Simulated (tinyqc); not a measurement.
Inside a calculation. Method: LCCD on RHF in the 6-31g basis, for H3-, spin multiplicity 1. The basis has no diffuse functions, so it cannot describe the extra electron: this is an exercise in the method, not the real anion. Computed by tinyqc, a small Python program that keeps every step (integrals from PySCF). Settings: charge = -1, multiplicity = 1, basis = 6-31g, method = RHF, energy threshold = 1e-10, iteration cap = 51, orthogonalisation = symmetric, start = core, DIIS depth = 6, amplitude equations = LCCD, DIIS depth for amplitudes = 0, cap on updates = 79. Command: `OMP_NUM_THREADS=1 python tinyqc.py 31716 31717 out.jsonl` (the two numbers bound the seeds that draw the settings). One thread of a shared host (Intel(R) Xeon(R) Processor @ 2.60GHz), about 0.09 s of CPU time with the checks.

Geometry (angstrom):
```
atom        x        y         z
H     0.00000  0.00000   0.00000
H     0.00000  0.00000   0.97500
H     0.00000  0.00000  -0.97500
```

E_corr = 1/4 sum <ij||ab> t_ij^ab; stop when the norm of the change is below 1e-8.

Course of the amplitude iterations:
```
update  correlation energy (hartree)  norm of the change
0                         -0.0278193                   -
1                         -0.0347882            6.29e-02
2                         -0.0367146            2.08e-02
3                         -0.0372839            7.82e-03
4                         -0.0374637            3.27e-03
5                         -0.0375245            1.47e-03
6                         -0.0375464            6.88e-04
7                         -0.0375549            3.31e-04
8                         -0.0375584            1.62e-04
9                         -0.0375599            7.98e-05
10                        -0.0375605            3.96e-05
11                        -0.0375609            1.97e-05
12                        -0.0375610            9.80e-06
13                        -0.0375611            4.88e-06
14                        -0.0375611            2.44e-06
15                        -0.0375611            1.22e-06
16                        -0.0375611            6.08e-07
17                        -0.0375611            3.04e-07
18                        -0.0375611            1.52e-07
19                        -0.0375611            7.58e-08
20                        -0.0375611            3.79e-08
21                        -0.0375611            1.89e-08
22                        -0.0375611            9.46e-09
```

Can the last value be used, and what does the course show?

Yes. Converged in 22 updates.
